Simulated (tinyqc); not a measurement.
Moments against temperature: two-sublattice mean-field magnet: ferrimagnet, compensation points and susceptibility. Computed by tinyqc, a small Python program. Command: `OMP_NUM_THREADS=1 python tinyqc.py 3015647 3015648 out.jsonl ferri walk`. One thread of a shared host (Intel(R) Xeon(R) Processor @ 2.30GHz), about 0.01 s of CPU time with the checks.

A random alloy A(1-x)B(x) with H = -sum over pairs J S_i.S_j. a = <S_A> and b = <S_B> are taken along z, a > 0. Exchange fields: h_A = (1 - x) zJ_AA a + x zJ_AB b, h_B = (1 - x) zJ_AB a + x zJ_BB b; a = S_A B_(S_A)(S_A h_A/(k_B T)) and likewise for b, with the Brillouin function B_S(y) = [(2S + 1)/(2S)] coth[(2S + 1) y/(2S)] - [1/(2S)] coth[y/(2S)].

Inputs (values chosen for the exercise, for a model ferrimagnet): spin S_A = 1.5; spin S_B = 1.5; g factor g_A = 2; g factor g_B = 2; fraction x of B sites = 0.44; z J_AA = 29.6 meV; z J_BB = 0.53 meV; z J_AB = -4.6 meV; T over T_c = 0.27.

Constants: k_B = 8.617333262e-05 eV/K.

Method:
- Linearised, T (a, b) = M (a, b) with M_ij = S_i (S_i + 1) c_j zJ_ij/(3 k_B), c_A = 1 - x, c_B = x. T_c is the larger eigenvalue, and its eigenvector gives b/a at onset, (T_c - M_AA)/M_AB.
- Repeat from a = S_A, b = -S_B until a and b change by less than 1e-10.
- Net moment m = (1 - x) g_A a + x g_B b in mu_B per site; net spin s = (1 - x) a + x b.

T_c = 244.986 K

Sublattices:
```
T/T_c   T (K)   a/S_A   -b/S_B  m (mu_B)
0.05    12.25  1.0000  0.98741    0.3766
0.15    36.75  0.9999  0.76637    0.6682
0.30    73.50  0.9889  0.47336    1.0365
0.45   110.24  0.9451  0.31620    1.1704
0.60   146.99  0.8611  0.21948    1.1569
0.72   176.39  0.7561  0.16151    1.0570
0.84   205.79  0.5978  0.10982    0.8594
0.92   225.39  0.4349  0.07304    0.6342
0.97   237.64  0.2709  0.04318    0.3981
```

What does the comparison show, and why?

At 0.45 T_c A keeps 0.95 and B 0.32 of saturation. |m| first rises, to 1.170 at 0.45 T_c, because the minority sublattice falls faster (type P).
